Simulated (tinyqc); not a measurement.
# Transfer length from front and end resistance

Question. A contact of length d and width W has Rc = (Rsh Lt/W) coth(d/Lt) and Re = (Rsh Lt/W)/sinh(d/Lt), with Rsh the sheet resistance under the metal and Lt = sqrt(rc/Rsh). Find Lt, Rsh and rc.

Inputs (values chosen for the exercise):
```
symbol  value  unit         meaning
d         2.7    um  contact length
W         110    um   contact width
```

Rc = 2.0622597 ohm
Re = 1.4514248 ohm

Answer. Rc/Re = cosh(d/Lt) gives Lt, and Re then gives Rsh.

Lt = 3.04 um
Rsh = 53.0 ohm/sq
rc = 4.90e-6 ohm cm^2

Computed by the program tinyqc: `OMP_NUM_THREADS=1 python tinyqc.py 2760066 2760067 out.jsonl`, one thread of a shared Intel Xeon 2.30GHz, about 0.01 s for the whole run.
